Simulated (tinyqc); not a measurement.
Undoped symmetric double-gate MOSFET, analytic potential model: effect of the temperature.

An undoped body of thickness ts between two equal insulators and tied gates; long channel, electrons only, n = ni exp((psi - V)/Vt) with V the quasi-Fermi potential (0 at the source, Vd at the drain), constant mobility, no quantisation. Across the body psi(x) = V - 2 Vt ln[(ts/(2 beta)) sqrt(q ni/(2 eps0 eps_r Vt)) cos(2 beta x/ts)], x from the centre. Q is the electron charge per area of the whole body.

Nc and Nv are given at 250 K and scale as (T/250 K)^1.5; Eg and mu are held fixed. ni = sqrt(Nc Nv) exp(-Eg/(2 Vt)), Eg in volts; r = eps_r tox/(eox ts); V0 = dphi + 2 Vt ln[(2/ts) sqrt(2 eps0 eps_r Vt/(q ni))]. beta (between 0 and pi/2) solves (Vg - V0 - V)/(2 Vt) = ln(beta) - ln(cos beta) + 2 r beta tan(beta). Q = 8 eps0 eps_r Vt beta tan(beta)/ts; I = mu (1/L)(4 eps0 eps_r/ts)(2 Vt)^2 [g(beta_s) - g(beta_d)] per width, g = beta tan(beta) - beta^2/2 + r beta^2 tan^2(beta), with beta_s at V = 0 and beta_d at V = Vd.  I(low) is taken at Vg = 0.3 V, Qs and I(high) at Vg = 1.05 V.

Parameters, values chosen for the exercise; material values close to those of silicon:
```
symbol,value,unit,meaning
Eg,1.1,eV,band gap
eps_r,11.6,,relative permittivity of the semiconductor
Nc,2.16e19,cm^-3,conduction-band density of states at the reference temperature
Nv,2.02e19,cm^-3,valence-band density of states at the reference temperature
eox,7.15,,relative permittivity of the gate insulator
tox,4.4,nm,insulator thickness
ts,5,nm,body thickness
dphi,0.03,V,gate work function less that of the intrinsic body
mu,410,cm^2/(V s),channel mobility
L,0.2,um,gate length
Vd,0.05,V,drain voltage
```

Constants: q = 1.602176634e-19 C, kB = 1.380649e-23 J/K, Vt = kB T/q, eps0 = 8.8541878128e-14 F/cm where lengths are in cm. Results are converted to the units shown.

Results:

| T (K) | V0 (V) | I(low) (nA/um) | Qs(high) (nC/cm^2) | I(high) (uA/um) |
|---|---|---|---|---|
| 220 | 0.5518 | 0.01920 | 1275 | 123.9 |
| 250 | 0.5465 | 0.1511 | 1282 | 124.7 |
| 280 | 0.5412 | 0.7824 | 1291 | 125.7 |
| 310 | 0.5356 | 3.002 | 1302 | 126.8 |
| 340 | 0.5300 | 9.215 | 1313 | 128.0 |
| 370 | 0.5242 | 23.85 | 1326 | 129.3 |
| 430 | 0.5124 | 109.6 | 1353 | 132.2 |

Estimate the missing row, T = 400 K.

Computed row:

| T (K) | V0 (V) | I(low) (nA/um) | Qs(high) (nC/cm^2) | I(high) (uA/um) |
|---|---|---|---|---|
| 400 | 0.5184 | 53.96 | 1339 | 130.7 |

With this row back in the table: As T goes from 220 to 430 K, I(low) rises from 0.0192 to 110 nA/um and I(high) rises from 124 to 132 uA/um. V0 falls from 0.552 to 0.512 V. In every row the surface density at the source at the higher gate voltage passes 0.3 Nc, where Boltzmann statistics fail. In every row the mobility is held fixed, though a real one changes with T. In every row the body is thin enough for quantum confinement, left out here, to raise the threshold.

tinyqc, about 0.02 s, one thread, Intel Xeon 2.30GHz (shared host): `OMP_NUM_THREADS=1 python tinyqc.py 2440143 2440144 out.jsonl`
